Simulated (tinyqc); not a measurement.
Shape of the distribution and failure rate.

For F(t) = 1 - exp(-(t/t63)^beta): mean t63 Gamma(1 + 1/beta), median t63 (ln 2)^(1/beta), deviation t63 sqrt(Gamma(1 + 2/beta) - Gamma(1 + 1/beta)^2), failure rate (beta/t63)(t/t63)^(beta - 1).

Values chosen for this exercise: characteristic time of a test capacitor t63 = 1300 s.

Results:
```
beta  mean (s)  median (s)  deviation/mean  rate at 0.01 t63 (1/s)  rate at t63 (1/s)
0.5       2600       624.6           2.236                0.003846           3.846e-4
0.7       1646       770.1           1.462                0.002144           5.385e-4
1         1300       901.1           1.000                7.692e-4           7.692e-4
1.7       1160        1048          0.6055                5.206e-5           0.001308
2.2       1151        1101          0.4798                6.737e-6           0.001692
3         1161        1150          0.3634                2.308e-7           0.002308
4         1178        1186          0.2805                3.077e-9           0.003077
```

Estimate the missing row, beta = 1.3.

Computed row:
```
beta  mean (s)  median (s)  deviation/mean  rate at 0.01 t63 (1/s)  rate at t63 (1/s)
1.3       1201       980.6          0.7757                2.512e-4           0.001000
```

With this row back in the table: The relative spread falls from 2.24 to 0.281. For beta < 1 the rate falls with time (early failures), at 1 it is constant, 7.69e-4 1/s, and above 1 it grows (wear-out): the early rate goes from 10.0 times the rate at t63 to 1.00e-6 times.

tinyqc, about 0.01 s, one thread, Intel Xeon 2.30GHz (shared host): `OMP_NUM_THREADS=1 python tinyqc.py 2070147 2070148 out.jsonl`
